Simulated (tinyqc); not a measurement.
MP2 on RHF in the sto-3g basis, for H2, spin multiplicity 1, step by step. One step of it, computed by the program tinyqc.

Question. Iteration 3 (converged): orbitals. Diagonalise F' = X^T F X, C = X C', fill 1 alpha and 1 beta electrons from the bottom; D = 2 C_occ C_occ^T. Each column has its largest component positive (the first on a tie).

converged F (hartree):
```
           1H 1s      2H 1s
1H 1s  -0.364301  -0.592834
2H 1s  -0.592834  -0.364301
```

X:
```
               1         2
1H 1s   1.208969  0.549167
2H 1s  -1.208969  0.549167
```

Give: F' = X^T F X; orbital energies; coefficients C; D after iteration 3.

Answer.

F' = X^T F X (hartree):
```
        1        2
1  0.6681   0.0000
2  0.0000  -0.5773
```

orbital energies (hartree): MO1 -0.5773, MO2 0.6681

coefficients C:
```
          MO1      MO2
1H 1s  0.5492   1.2090
2H 1s  0.5492  -1.2090
```

D after iteration 3:
```
        1H 1s   2H 1s
1H 1s  0.6032  0.6032
2H 1s  0.6032  0.6032
```
